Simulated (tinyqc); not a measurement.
Effective work function and flat-band voltage of a metal/high-k/SiO2/Si stack with a dipole layer: one step. Where the gate Fermi level points. Three cases, with inputs chosen for the exercise.

Question. Position (EWF - chi)/Eg, 0 at the conduction and 1 at the valence edge; distances to both edges and to mid-gap; capacitance C = 3.9 eps0/EOT with eps0 = 8.8541878e-12 F/m.

Case 1.

Values chosen (out of a larger set: a stack on Si capped with a lanthanum-like oxide; not measured data): chi = 4.046 eV (electron affinity of the channel); Eg = 1.115 eV (gap of the channel).

EWF = 4.506961 eV
EOT = 16.5380 angstrom

Case 2.

Values chosen (out of a larger set: a stack on Si capped with an aluminium-like oxide; not measured data): chi = 4.046 eV (electron affinity of the channel); Eg = 1.118 eV (gap of the channel).

EWF = 4.649504 eV
EOT = 11.2218 angstrom

Case 3.

Values chosen (out of a larger set: a stack on Si capped with an aluminium-like oxide; not measured data): chi = 4.058 eV (electron affinity of the channel); Eg = 1.117 eV (gap of the channel).

EWF = 4.401927 eV
EOT = 14.8444 angstrom

Give: position; EWF - chi, chi + Eg - EWF, EWF - mid-gap; C.

Answer.

Case 1.

position = 0.413

EWF - chi, chi + Eg - EWF, EWF - mid-gap (eV): [0.461, 0.654, -0.097]

C = 2.088 microF/cm^2

EWF lies 0.10 eV from mid-gap on the n side and 0.46 eV from the nearer edge; thin undoped bodies use values within about 0.3 eV of mid-gap.

Case 2.

position = 0.540

EWF - chi, chi + Eg - EWF, EWF - mid-gap (eV): [0.604, 0.514, 0.045]

C = 3.077 microF/cm^2

EWF lies 0.04 eV from mid-gap on the p side and 0.51 eV from the nearer edge; thin undoped bodies use values within about 0.3 eV of mid-gap.

Case 3.

position = 0.308

EWF - chi, chi + Eg - EWF, EWF - mid-gap (eV): [0.344, 0.773, -0.215]

C = 2.326 microF/cm^2

EWF lies 0.21 eV from mid-gap on the n side and 0.34 eV from the nearer edge; thin undoped bodies use values within about 0.3 eV of mid-gap.

Computed by tinyqc, one run a case: `OMP_NUM_THREADS=1 python tinyqc.py N N+1 out.jsonl` with N = 1850042, 1850223, 1850409; one thread of a shared Intel(R) Xeon(R) Processor @ 2.30GHz, about 0.01 s a run at most.
